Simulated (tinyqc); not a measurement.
Inside a calculation. Method: Hubbard ring of 5 sites. Computed by tinyqc, a small Python program that keeps every step. Settings: hopping = 0.7, U = 3.6, mixing = 1, iteration cap = 69. Command: `OMP_NUM_THREADS=1 python tinyqc.py 22349 22350 out.jsonl` (the two numbers bound the seeds that draw the settings). One thread of a shared host (Intel(R) Xeon(R) Processor @ 2.60GHz), about 0.2 s of CPU time with the checks.

one-body matrix (hopping and site energies) (eV), lower triangle:
```
           1          2          3          4          5
1  -0.850000
2  -0.700000  -0.450000
3   0.000000  -0.700000  -0.710000
4   0.000000   0.000000  -0.700000   0.560000
5  -0.700000   0.000000   0.000000  -0.700000  -0.820000
```

U = 3.600000 eV

electrons, up and down: 1  1

n(up) at the start (a guess, not normalised): 1 0.200000, 2 0.200000, 3 0.200000, 4 0.200000, 5 0.200000

n(down) at the start (a guess): 1 0.200000, 2 0.200000, 3 0.200000, 4 0.200000, 5 0.200000

Each step fills the lowest levels of T + U n(other spin) and sets n(new) = n + mixing (n(out) - n); stop when output and input agree to 1e-8.

Course of the cycle:
```
iteration       E (eV)  largest |n(out) - n(in)|  mean |n_up - n_down|
1          -3.06454103                  1.46e-01              0.000000
2          -2.94137381                  1.95e-01              0.000000
3          -2.78057701                  2.81e-01              0.000000
4          -2.24202964                  4.57e-01              0.000000
5          -2.39771315                  4.97e-01              0.000000
6          -1.97009063                  5.30e-01              0.000000
7          -2.30571807                  5.33e-01              0.000000
8          -1.96422752                  5.26e-01              0.000000
9          -2.28968376                  5.26e-01              0.000000
10         -1.97040290                  5.23e-01              0.000000
11         -2.28579454                  5.23e-01              0.000000
...                ...                       ...                   ...
59         -2.28402803                  5.21e-01              0.000000
60         -1.97506396                  5.21e-01              0.000000
61         -2.28402803                  5.21e-01              0.000000
62         -1.97506396                  5.21e-01              0.000000
63         -2.28402803                  5.21e-01              0.000000
64         -1.97506396                  5.21e-01              0.000000
65         -2.28402803                  5.21e-01              0.000000
66         -1.97506396                  5.21e-01              0.000000
67         -2.28402803                  5.21e-01              0.000000
68         -1.97506396                  5.21e-01              0.000000
69         -2.28402803                  5.21e-01              0.000000
```

Can the last value be used, and what does the course show?

Not by the stop rule. Not converged within 69 iterations: the residual has stopped falling: the iteration swings between two states. The lowest mean-field energy found from random starts is -3.32327 eV. Reruns (cap 100 unless said): mixing 0.2: converged in 55 to a higher stationary point (E = -3.14141); mixing 0.5: converged in 23 to a higher stationary point (E = -3.14141); mixing 0.9: not converged; the original settings with a cap of 400: not converged.
